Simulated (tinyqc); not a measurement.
Born-Mayer model of an ionic crystal AB: one step, computed by the program tinyqc.

Energies are per ion pair and r is the nearest distance of unlike ions.

Question. Terms of the lattice energy. Madelung constant M, unlike neighbours z1, like neighbours z2 at f r, volume per pair: rock salt 1.747565, 6, 12, sqrt2, 2 r^3; caesium chloride 1.762675, 8, 6, 2/sqrt3, 8 r^3/(3 sqrt3); zinc blende 1.638055, 4, 12, sqrt(8/3), 16 r^3/(3 sqrt3). U(r) = -M z^2 e^2/(4 pi eps_0 r) + z1 lambda exp(-r/rho).

Inputs (values chosen for the exercise, for a model salt): ionic charge z = 1; unlike repulsion lambda = 536 eV; range rho = 0.289 angstrom.

Structure: zinc blende. Short range: nearest neighbours only.

equilibrium distance r0 = 2.087418 angstrom

Constants: e^2/(4 pi eps_0) = 14.39964548 eV angstrom.

Give: terms; lattice energy U.

Answer.

terms (eV): Coulomb -11.300, unlike repulsion 1.564

lattice energy U = -9.7354 eV per pair

The short-range terms together cancel 13.8 % of the Coulomb energy, which is rho/r0 = 0.1384: U = -(M z^2 e^2/(4 pi eps_0 r0))(1 - rho/r0).
